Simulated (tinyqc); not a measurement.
Junctionless gate-all-around wire, depletion approximation: two steps of the calculation.

A uniformly doped n-type wire of radius R under a surrounding gate; long channel. Below flat band a shell from radius rc to R is fully depleted and the neutral core, at channel potential V (0 at the source, Vd at the drain), carries the current with constant mobility; s = (rc/R)^2 is the share of the cross-section that conducts. The edge of the depleted shell is taken as abrupt, so there is no subthreshold current.

Parameters, values chosen for the exercise; material values those of a made-up semiconductor: wire radius R = 20 nm; donor density Nd = 4.2e18 cm^-3; flat-band voltage Vfb = 0.96 V; effective mobility in the wire mu = 73 cm^2/(V s); gate length L = 0.2 um; gate voltage Vg = 0.86 V; drain voltage Vd = 0.05 V.

Constants: q = 1.602176634e-19 C. Results are converted to the units shown.

Question 1. Conducting share at the source by Newton steps. With V = 0: f = A (1 - s + s ln s) + B (1 - s) - (Vfb - Vg); f' = A ln s - B; s(new) = s - f/f'.

s at the start = 1
A = 0.68468053 V
B = 0.22709795 V

Give: f; f'; s after iteration 1.

Answer 1.

f = -0.10000 V
f' = -0.22710 V
s after iteration 1 = 0.55966

Question 2. Core radius, conductance and current. s solves Vfb - Vg + V = A (1 - s + s ln s) + B (1 - s), and s = 0 where the left side exceeds A + B. I = (q mu Nd pi R^2/L)[g(s0) - g(sL)], g = A (s^2/4 - (s^2/2) ln s) + B s^2/2, with s0 at V = 0 and sL at V = Vd. rc = R sqrt(s0); the small-signal conductance at Vd = 0 is q mu Nd pi R^2 s0/L.

s0 = 0.70552198
sL = 0.60849609
A = 0.68468053 V
B = 0.22709795 V

Wanted: rc at the source; conductance; I.

Answer 2.

rc at the source = 16.799 nm
conductance = 21.776 uS
I = 1.0115 uA

Computed by the program tinyqc: `OMP_NUM_THREADS=1 python tinyqc.py 2460074 2460075 out.jsonl`, one thread of a shared Intel Xeon 2.30GHz, about 0.01 s for the whole run.
